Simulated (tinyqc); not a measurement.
Field emission through a triangular barrier, exact transmission by Airy functions: one step of the calculation.

The left lead has its band edge at 0; for x > 0 the edge falls without end, U(x) = U0 - F x, with mass m1. No transverse momentum; C = hbar^2/(2 m0); psi and psi'/m are continuous at x = 0. The outgoing solution is Bi(z) + i Ai(z).

Question. Transmission, exact and WKB. With the Airy functions at z = z(0): g = s (Bi' + i Ai')/(Bi + i Ai), r = (i vL - g)/(i vL + g), T(E) = 1 - |r|^2 = 4 vL Im(g)/|i vL + g|^2, vL = sqrt(mL E/C)/mL. Im(g) = -s/(pi (Ai^2 + Bi^2)) by the Wronskian. WKB: exp(-S), S = (4/(3 F)) sqrt(m1/C) [max(U0 - E, 0)^1.5].

Inputs (values chosen for the exercise); masses and offsets close to those of InGaAs wells and InAlAs barriers:
```
symbol  value  unit                meaning
U0       0.52    eV  barrier edge at x = 0
m1      0.074    m0    mass in the barrier
E       0.091    eV        electron energy
F       0.027  V/nm   field in the barrier
```

Constants: q = 1.602176634e-19 C, hbar = 1.054571817e-34 J s, m0 = 9.1093837015e-31 kg, hbar^2/(2 m0) = 0.0380998212 eV nm^2. Results are converted to the units shown.

Airy functions: Ai 1.1340009e-5, Ai' -2.8112902e-5, Bi 5759.3865, Bi' 13791.595
s = -5.0581588 1/nm
vL = 7.5410980 1/nm

Give: Re g; Im g; T(E); exp(-S).

Answer.

Re g = -12.112 1/nm
Im g = 4.8539e-8 1/nm
T(E) = 7.1920e-9
exp(-S) = 3.9952e-9

Range of the model: Masses are held fixed, although real bands cease to be parabolic a few tenths of an eV from their edges.

Computed by the program tinyqc: `OMP_NUM_THREADS=1 python tinyqc.py 2580101 2580102 out.jsonl`, one thread of a shared Intel Xeon 2.30GHz, about 0.01 s for the whole run.
